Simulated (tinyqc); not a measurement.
UHF in the 6-31g basis, for H3, spin multiplicity 2, step by step. One step of it, computed by the program tinyqc.

Problem. Iteration 2: diagonalisation and new density. Diagonalise F' = X^T F X, C = X C', fill 2 alpha and 1 beta electrons from the bottom; D(s) = C_occ C_occ^T. Each column has its largest component positive (the first on a tie).

F(alpha) (hartree), lower triangle:
```
           1H 1s      1H 2s      2H 1s      2H 2s      3H 1s      3H 2s
1H 1s  -0.135830
1H 2s  -0.583437  -0.484367
2H 1s  -0.471574  -0.500814  -0.070614
2H 2s  -0.505303  -0.495258  -0.531980  -0.459365
3H 1s  -0.368756  -0.445456  -0.443896  -0.490410  -0.159794
3H 2s  -0.443797  -0.455767  -0.484261  -0.484636  -0.602380  -0.493582
```

F(beta) (hartree), lower triangle:
```
           1H 1s      1H 2s      2H 1s      2H 2s      3H 1s      3H 2s
1H 1s   0.071045
1H 2s  -0.449153  -0.370611
2H 1s  -0.426118  -0.463797  -0.034294
2H 2s  -0.441057  -0.431557  -0.500995  -0.409102
3H 1s  -0.416116  -0.430724  -0.423417  -0.432143   0.109881
3H 2s  -0.439105  -0.417267  -0.463265  -0.427700  -0.430033  -0.356404
```

X, lower triangle:
```
           1H 1s      1H 2s      2H 1s      2H 2s      3H 1s     3H 2s
1H 1s   1.261845
1H 2s  -0.508625   1.883419
2H 1s  -0.047747   0.023912   1.261870
2H 2s   0.023880  -0.511694  -0.508642   1.883961
3H 1s  -0.047464   0.023842  -0.047671   0.023861   1.261835
3H 2s   0.023854  -0.510799   0.023905  -0.511453  -0.508620  1.883220
```

Give: F' = X^T F X; orbital energies; coefficients C; F' = X^T F X; orbital energies; coefficients C; D(alpha) after iteration 2; D(beta) after iteration 2.

Solution.

F' = X^T F X (alpha) (hartree), lower triangle:
```
         1        2        3        4        5       6
1   0.4296
2  -0.6297   0.1862
3  -0.2602  -0.1121   0.4792
4  -0.1141  -0.1674  -0.5438   0.2353
5  -0.1556  -0.0273  -0.2321  -0.0913   0.4114
6  -0.0266  -0.0733  -0.0886  -0.1421  -0.6613  0.1680
```

orbital energies (alpha) (hartree): MO1 -0.7910, MO2 -0.2320, MO3 0.0904, MO4 0.7380, MO5 1.0506, MO6 1.0536

coefficients C (alpha):
```
          MO1      MO2      MO3      MO4      MO5      MO6
1H 1s  0.2736  -0.2451  -0.1537   0.6420   0.9565   0.6091
1H 2s  0.1750  -1.0163  -0.8287  -0.5040  -1.2456  -0.8797
2H 1s  0.2734  -0.0406   0.2472   0.7623  -0.9790   0.4240
2H 2s  0.1753  -0.1680   1.3506  -0.6547   1.2966  -0.5828
3H 1s  0.2736   0.2855  -0.0968   0.5999   0.1570  -1.1429
3H 2s  0.1748   1.1846  -0.5195  -0.4430  -0.1586   1.5504
```

F' = X^T F X (beta) (hartree), lower triangle:
```
         1        2        3        4        5       6
1   0.6207
2  -0.5341   0.3017
3  -0.2408  -0.1036   0.5092
4  -0.0893  -0.1478  -0.5401   0.2489
5  -0.2489  -0.0927  -0.2430  -0.0864   0.6618
6  -0.0980  -0.1523  -0.1060  -0.1490  -0.5319  0.3211
```

orbital energies (beta) (hartree): MO1 -0.6828, MO2 0.1260, MO3 0.1915, MO4 0.7741, MO5 1.0884, MO6 1.1661

coefficients C (beta):
```
          MO1      MO2      MO3      MO4      MO5      MO6
1H 1s  0.2511  -0.1548  -0.1487   0.6193   0.7994   0.8514
1H 2s  0.1720  -0.8676  -1.1202  -0.4648  -0.9668  -1.0686
2H 1s  0.2946   0.2074  -0.0207   0.8162  -1.0196   0.1440
2H 2s  0.2260   1.3715  -0.2013  -0.7090   1.3487  -0.1962
3H 1s  0.2372  -0.0983   0.1894   0.5706   0.4862  -1.0921
3H 2s  0.1552  -0.5243   1.3277  -0.4118  -0.5699   1.3314
```

D(alpha) after iteration 2, lower triangle:
```
         1H 1s    1H 2s    2H 1s    2H 2s   3H 1s   3H 2s
1H 1s   0.1349
1H 2s   0.2970   1.0636
2H 1s   0.0848   0.0891   0.0764
2H 2s   0.0891   0.2014   0.0548   0.0589
3H 1s   0.0049  -0.2423   0.0632   0.0000  0.1564
3H 2s  -0.2425  -1.1734  -0.0003  -0.1683  0.3861  1.4339
```

D(beta) after iteration 2, lower triangle:
```
        1H 1s   1H 2s   2H 1s   2H 2s   3H 1s   3H 2s
1H 1s  0.0631
1H 2s  0.0432  0.0296
2H 1s  0.0740  0.0507  0.0868
2H 2s  0.0567  0.0389  0.0666  0.0511
3H 1s  0.0596  0.0408  0.0699  0.0536  0.0563
3H 2s  0.0390  0.0267  0.0457  0.0351  0.0368  0.0241
```
